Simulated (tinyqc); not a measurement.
Smoothing against break-up: capillary instabilities by surface diffusion: grooving and agglomeration of films, edge retraction, wire break-up and smoothing of roughness. Computed by tinyqc, a small Python program. Command: `OMP_NUM_THREADS=1 python tinyqc.py 3023524 3023525 out.jsonl dewet walk`. One thread of a shared host (Intel(R) Xeon(R) Processor @ 2.30GHz), about 0.01 s of CPU time with the checks.

Isotropic surface energy; shapes change by surface diffusion alone.

Inputs (values chosen for the exercise, of the order of those of a copper film):
```
quantity                         value        unit
surface energy gamma_s            1.72       J/m^2
grain-boundary energy gamma_b     0.56       J/m^2
interface energy gamma_i           0.9       J/m^2
atomic volume Omega               11.8  angstrom^3
surface sites nu                     8      1/nm^2
prefactor D0                   0.00074       m^2/s
activation energy Q              0.992          eV
temperature T                      493           K
film thickness h                   7.5          nm
grain radius R                      47          nm
wire radius r                      3.7          nm
initial ripple over radius        0.05           -
roughness wavelength lambda         48          nm
```

Grooves: at the surface and the interface.

Constants: k_B = 8.617333262e-05 eV/K; k_B = 1.380649e-23 J/K.

Method:
- Groove angle beta: sin(beta) = gamma_b/(2 gamma). For circular grains of radius R with spherical caps the groove ends (measured from the mean surface) at the depth R g(beta), g = (2 - 3 cos beta + cos^3 beta)/(3 sin^3 beta). The film parts if R [g(beta_s) + g(beta_i)] > h.
- B = D_s nu gamma_s Omega^2/(k_B T), D_s = D0 exp(-Q/(k_B T)).
- A wire with r + A cos(k z) has dA/dt = (B/r^4) (kr)^2 [1 - (kr)^2] A: unstable for wavelengths above 2 pi r, fastest at kr = 1/sqrt 2 with the rate B/(4 r^4); break-up time about (4 r^4/B) ln(r/A0); each wavelength makes a sphere of radius (3 r^2 lambda_m/4)^(1/3).
- Roughness of wavelength lambda on a flat face decays as exp[-B (2 pi/lambda)^4 t]; the smoothing time is that for a factor e^3.

beta_s = 9.36892 degrees

Times (s); the last column is (h/(0.780 tan beta_s))^4/B:
```
T (K)  B (nm^4/s)   smoothing  wire break-up  groove to depth h
419    2.8670e+02  3.5640e+01     7.8332e+00         4.0234e+04
444    1.2709e+03  8.0401e+00     1.7671e+00         9.0765e+03
468    4.5570e+03  2.2423e+00     4.9282e-01         2.5313e+03
493    1.5059e+04  6.7854e-01     1.4913e-01         7.6600e+02
518    4.4232e+04  2.3101e-01     5.0773e-02         2.6079e+02
542    1.1309e+05  9.0351e-02     1.9858e-02         1.0200e+02
592    6.2255e+05  1.6413e-02     3.6074e-03         1.8529e+01
```

What follows from these numbers?

All times share 1/B, so their ratios do not depend on T: break-up over smoothing is 0.22. The wire breaks before this roughness is smoothed, at any temperature. Smoothing is safe for lambda well below 2 pi r, above which a ripple along the wire grows instead. B spans 3.3 decades over these rows.
